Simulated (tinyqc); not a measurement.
Free and nearly free electrons in a metal: sweeps and comparisons. A value that a table varies takes the place of the one given here.

The cubic cell holds 4 atoms: n = 4 z/a^3, kF = (3 pi^2 n)^(1/3), EF = c kF^2/m, vF = 2 c kF/(m hbar), c = hbar^2/2m0; rs = (3/(4 pi n))^(1/3)/a0; D(EF) = 3 n/(2 EF).

Square wire of width w with grain size w: rho/rho0 = 1/(1 - 3 al/2 + 3 al^2 - 3 al^3 ln(1 + 1/al)) + (3/4) (1 - p) l/w, with al = (l/w) Rg/(1 - Rg) (Mayadas-Shatzkes plus the thick-wire form of Fuchs-Sondheimer); l = hbar kF/(n e^2 rho), e = 1.602176634e-19 C.

Constants: hbar^2/2m0 = 3.80998211 eV angstrom^2; hbar = 6.58211957e-16 eV s; a0 (Bohr radius) = 0.5291772105 angstrom.

Values chosen for the exercise (near those of Al; shifted at random, so the results belong to these values and not to a real crystal): a = 4.079 angstrom (fcc lattice constant); z = 3 (free electrons an atom); m = 1 m0 (mass); rho = 2.74 micro-ohm cm (bulk resistivity); p = 0 (specularity of the surfaces); Rg = 0.49 (reflection at grain boundaries); w = 10 nm (wire width).

## Resistivity of narrow wires

Wires:
```
w (nm)     al  grain term (factor - 1)  surface term  rho (micro-ohm cm)
200     0.071                    0.104         0.055                3.18
100     0.141                    0.205         0.110                3.60
50      0.283                    0.402         0.221                4.45
30      0.472                    0.662         0.368                5.56
20      0.707                    0.982         0.552                6.94
14      1.010                    1.392         0.789                8.72
10      1.415                    1.935         1.104               11.07
7       2.021                    2.748         1.578               14.59
```

l = 14.72 nm

At 7 nm the resistivity is 5.33 times the bulk value; grain boundaries add more (2.75 from grains, 1.58 from surfaces). It passes twice the bulk value between 50 and 30 nm. The surface formula is meant for w above l = 15 nm, so the rows below that are rough.

## What sets the wire resistivity

All results formed anew. Each row changes one parameter from the base and keeps the others.

Results:
```
case                      EF (eV)  l (nm)  wire rho (micro-ohm cm)
base                       11.487   14.72                   11.069
a = 4.201 angstrom         10.830   15.62                   11.568
m = 1.2 m0                  9.573   14.72                   11.069
rho = 3.288 micro-ohm cm   11.487   12.27                   11.636
p = 0.3                    11.487   14.72                   10.161
Rg = 0.343                 11.487   14.72                    8.685
w = 7 nm                   11.487   14.72                   14.592
```

The largest shifts from the base row, up to three for each result and ties (the steps differ in size, so this ranks the rows, not the parameters). EF (eV): m -1.915, a -0.658; unchanged at the printed digits by rho, p, Rg and w. l (nm): rho -2.45, a +0.89; unchanged at the printed digits by m, p, Rg and w. wire rho (micro-ohm cm): w +3.523, Rg -2.383, p -0.908; unchanged at the printed digits by m. The mass drops out of l at given rho, because vF falls and tau rises by the same factor.

Run: tinyqc, `OMP_NUM_THREADS=1 python tinyqc.py 1651270 1651271 out.jsonl`; Intel(R) Xeon(R) Processor @ 2.30GHz, one thread, shared host; about 0.01 s of CPU time with all checks.
